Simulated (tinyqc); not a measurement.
Worked calculation: velocity overshoot from momentum and energy balance equations after a field step. Computed by tinyqc, a small Python program that keeps every step. Command: `OMP_NUM_THREADS=1 python tinyqc.py 3018484 3018485 out.jsonl overshoot walk`. One thread of a shared host (Intel(R) Xeon(R) Processor @ 2.30GHz), about 0.05 s of CPU time with the checks. Intermediate numbers are printed to about 5 digits and carried at full precision; extremes and crossings named in words are read from the listed rows.

At t = 0 the field jumps from 0 to F in a uniform sample. v is the drift velocity and u = w - (3/2) k_B T the excess energy per carrier.

Inputs (values chosen for the exercise, modelled on holes in silicon except for tau_E):

| quantity | value | unit |
|---|---|---|
| effective mass m | 0.38 | m_0 |
| low-field mobility mu_0 | 450 | cm^2/(V s) |
| saturation velocity v_s | 0.8 | 1e7 cm/s |
| energy relaxation time tau_E | 0.48 | ps |
| field after the step F | 130 | kV/cm |
| lattice temperature T | 300 | K |
| time step dt | 2.2 | fs |

Scheme: explicit Euler.

Constants: m_0 = 9.1093837015e-31 kg; e = 1.602176634e-19 C; k_B = 8.617333262e-05 eV/K.

## Constants and steady state

dv/dt = e F/m - v/tau_m(u), du/dt = e F v - u/tau_E, tau_m(u) = tau_0/(1 + c u), tau_0 = m mu_0/e, c = mu_0/(e tau_E v_s^2); this choice gives the steady state v (1 + mu_0 F v/v_s^2) = mu_0 F, which saturates at v_s. Steady velocity v = 2 mu_0 F/(1 + sqrt(1 + 4 (mu_0 F/v_s)^2)); u = e F v tau_E; carrier temperature T + 2u/(3 k_B), neglecting the drift energy m v^2/2.

tau_0 = 97.224 fs

c = 14.648 1/eV

acceleration e F/m = 0.060170 1e7 cm/s per fs

steady velocity = 0.74717 1e7 cm/s

steady excess energy = 0.46623 eV

steady carrier temperature = 3906.9 K

tau_E/tau_0 = 4.94, and in the steady state tau_m has shrunk to 12.4 fs.

## First four steps

dv/dt = e F/m - v/tau_m(u), du/dt = e F v - u/tau_E, tau_m(u) = tau_0/(1 + c u), tau_0 = m mu_0/e, c = mu_0/(e tau_E v_s^2); this choice gives the steady state v (1 + mu_0 F v/v_s^2) = mu_0 F, which saturates at v_s. Step: v_new = v + dt (e F/m - v/tau_m(u)), u_new = u + dt (e F v - u/tau_E). Start v = u = 0; the distance adds dt (v + v_new)/2.

Steps:

| step | t (fs) | v (1e7 cm/s) | u (eV) | tau_m (fs) |
|---|---|---|---|---|
| 1 | 2.2 | 0.13237 | 0.0000000 | 97.224 |
| 2 | 4.4 | 0.26175 | 0.0003786 | 96.688 |
| 3 | 6.6 | 0.38817 | 0.0011255 | 95.647 |
| 4 | 8.8 | 0.51162 | 0.0022305 | 94.148 |

After the first step u is still 0, below the drift energy m v^2/2, because the explicit scheme uses the old v: an error of the finite time step.

## The whole transient

Run to 8 times the larger of tau_E and tau_0, but at most 20001 steps, and stop early if |v| > 1000 v_s or u < -1/(2c); the run is accepted if the last v is within 0.5 % of the steady value.

Selected steps, the peak among them:

| step | t (fs) | v (1e7 cm/s) | u (eV) | distance (nm) |
|---|---|---|---|---|
| 1 | 2.2000e+00 | 0.1324 | 0 | 1.4561e-02 |
| 3 | 6.6000e+00 | 0.3882 | 1.1255e-03 | 1.2941e-01 |
| 5 | 1.1000e+01 | 0.6320 | 3.6835e-03 | 3.5419e-01 |
| 9 | 1.9800e+01 | 1.0812 | 1.2767e-02 | 1.1117e+00 |
| 17 | 3.7400e+01 | 1.7849 | 4.4175e-02 | 3.6764e+00 |
| 30 | 6.6000e+01 | 2.2118 | 1.1614e-01 | 9.6090e+00 |
| 31 | 6.8200e+01 | 2.2090 | 1.2193e-01 | 1.0095e+01 |
| 55 | 1.2100e+02 | 1.5787 | 2.3544e-01 | 2.0290e+01 |
| 98 | 2.1560e+02 | 1.0374 | 3.3059e-01 | 3.1929e+01 |
| 175 | 3.8500e+02 | 0.8543 | 4.0333e-01 | 4.7598e+01 |
| 311 | 6.8420e+02 | 0.7747 | 4.4821e-01 | 7.1676e+01 |
| 553 | 1.2166e+03 | 0.7503 | 4.6414e-01 | 1.1205e+02 |
| 983 | 2.1626e+03 | 0.7472 | 4.6619e-01 | 1.8280e+02 |
| 1746 | 3.8412e+03 | 0.7472 | 4.6623e-01 | 3.0822e+02 |

peak velocity = 2.2118 1e7 cm/s

time of the peak = 66 fs

distance at the peak = 9.6090 nm

last relative deviation from the steady velocity = 1.0956e-07

peak over steady velocity = 2.9603

The velocity overshoots to 2.96 times its steady value: momentum follows the field within tau_m while the energy, and with it the scattering rate, builds up over tau_E. A channel shorter than a few times 9.6 nm would see this.

## Error of the time step

The peak velocity is recomputed with dt/2 and dt/4 and by an adaptive Runge-Kutta method (tolerance 1e-9).

Peak velocity:

| step | v_peak (1e7 cm/s) | error (%) |
|---|---|---|
| dt | 2.2118 | 2.2697 |
| dt/2 | 2.1869 | 1.1145 |
| dt/4 | 2.1747 | 0.5523 |
| adaptive | 2.1627 | 0.0000 |

The explicit scheme puts the peak 2.27 % too high; halving dt divides the error by 2.04, as a first-order method should.

Checks made by the program: peak at dt/4 against the adaptive solution (relative difference 6e-03).
